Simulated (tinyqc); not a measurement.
Comparisons within one model: heavy doping: gap narrowing, degeneracy and the minority density. A value that a table varies takes the place of the one given here.

F_j(eta) = (1/Gamma(j + 1)) integral_0^infinity x^j dx/(1 + exp(x - eta)), which tends to exp(eta) for eta << 0.

Empirical narrowing (Slotboom form, constants chosen for the exercise; published fits of this form give the apparent narrowing, here it is taken as the true one): dEg = E0 [ln(N/N0) + sqrt(ln(N/N0)^2 + C)].

Majority: N = Nc F_1/2(eta), eta the distance of EF beyond the majority band edge in kT. Degeneracy factor gam = F_1/2(eta)/exp(eta). ni0^2 = Nc Nv exp(-Eg/kT); product n p = ni0^2 gam exp(dEg/kT), dEg the true narrowing; apparent narrowing dEa = dEg + kT ln gam; minority density = n p/N.

Bipolar transistor with N as emitter doping: beta = K (N/NB) exp((dEa_B + dG - dEa_E)/kT), dEa_E = dEg(N) + kT ln gam, dEa_B = dEg(NB). For the sweep in T, Nc is scaled as (T/T0)^(3/2) from its value at T0 = T.

Constants: kB = 8.617333262e-05 eV/K.

Inputs chosen for the exercise (gap and densities of states near those of Si at this temperature; narrowing constants near the fits for Si; shifted at random, so the results belong to these values and not to a real crystal):
```
symbol  value     unit    meaning
Eg      1.092     eV      gap
Nc      4.94e+19  1/cm^3  conduction-band density of states
Nv      1.96e+19  1/cm^3  valence-band density of states
T       450       K
E0      6.69      meV     narrowing scale
N0      9.2e+16   1/cm^3  onset density
C       0.5               smoothing constant
N       3.6e+18   1/cm^3  ionised donors, equal to the majority density
NB      1e+18     1/cm^3  base doping
K       1.5               ratio (D_B W_E)/(D_E W_B)
dG      0         meV     extra narrowing of the base by alloying
```

## Narrowing against degeneracy

N takes the values listed; the last column is N over the factor gam exp(dEg/kT), the doping that a simple model would need to give the same minority density.

Results:
```
N (1/cm^3),eta,gam,dEg (meV),dEa (meV),minority (1/cm^3),effective doping (1/cm^3)
1.0e+17,-6.20,0.999,5.3,5.3,6.54e+09,8.72e+16
5.0e+17,-4.59,0.996,23.6,23.5,2.09e+09,2.73e+17
1.0e+18,-3.89,0.993,32.6,32.3,1.31e+09,4.34e+17
5.0e+18,-2.25,0.965,53.9,52.5,4.42e+08,1.29e+18
1.0e+19,-1.53,0.931,63.1,60.3,2.70e+08,2.11e+18
5.0e+19,0.36,0.703,84.5,70.8,7.09e+07,8.05e+18
1.0e+20,1.40,0.498,93.8,66.8,3.19e+07,1.79e+19
4.0e+20,4.69,0.0742,112.3,11.4,1.91e+06,2.98e+20
1.0e+21,8.89,0.00280,124.5,-103.4,3.96e+04,1.44e+22
```

dEg grows steadily to 124.5 meV, while the apparent value peaks at 70.8 meV for N = 5e+19 and falls to -103.4 meV as the Fermi level enters the band (a negative value is not met in measurements: parabolic bands with a fixed mass overstate the filling). N grows by a factor 50 from the third to the sixth row and the effective doping by 18.5.

## Current gain against temperature

Gain:
```
T (K),beta,beta with dG = 0,without narrowing
150,1.67,1.67,5.40
200,2.21,2.21,5.40
250,2.62,2.62,5.40
300,2.94,2.94,5.40
350,3.20,3.20,5.40
400,3.41,3.41,5.40
450,3.58,3.58,5.40
```

dEa_B + dG - dEa_E at T0 = -15.9 meV

beta is 1.67 at 150 K and 3.58 at 450 K, since the net exponent is negative: the emitter has the larger apparent narrowing. At 300 K narrowing and degeneracy change the gain by a factor 0.545.

## What moves the minority density and the gain

All results formed anew. Each row changes one parameter from the base and keeps the others.

Results:
```
case,dEg (meV),dEa (meV),minority (1/cm^3),beta
base,49.52,48.52,5.54e+08,3.58
N = 7.2e+18 1/cm^3,58.72,56.72,3.42e+08,5.80
E0 = 8.028 meV,59.42,58.42,7.15e+08,3.28
N0 = 1.84e+17 1/cm^3,40.34,39.35,4.37e+08,3.60
Eg = 1.112 eV,49.52,48.52,3.31e+08,3.58
Nc = 6.42e+19 1/cm^3,49.52,48.75,7.24e+08,3.56
NB = 2e+18 1/cm^3,49.52,48.52,5.54e+08,2.27
```

The largest shifts from the base row, up to three for each result and ties (the steps differ in size, so this ranks the rows, not the parameters). dEg (meV): E0 +9.90, N +9.20, N0 -9.17; unchanged at the printed digits by Eg, Nc and NB. dEa (meV): E0 +9.90, N0 -9.17, N +8.21; unchanged at the printed digits by Eg and NB. minority (1/cm^3): Eg -2.23e+08, N -2.12e+08, Nc +1.70e+08; unchanged at the printed digits by NB. beta: N +2.22, NB -1.32, E0 -0.299; unchanged at the printed digits by Eg.

(tinyqc, `OMP_NUM_THREADS=1 python tinyqc.py 1652144 1652145 out.jsonl`, Intel(R) Xeon(R) Processor @ 2.30GHz, 1 thread, shared host, about 0.01 s.)
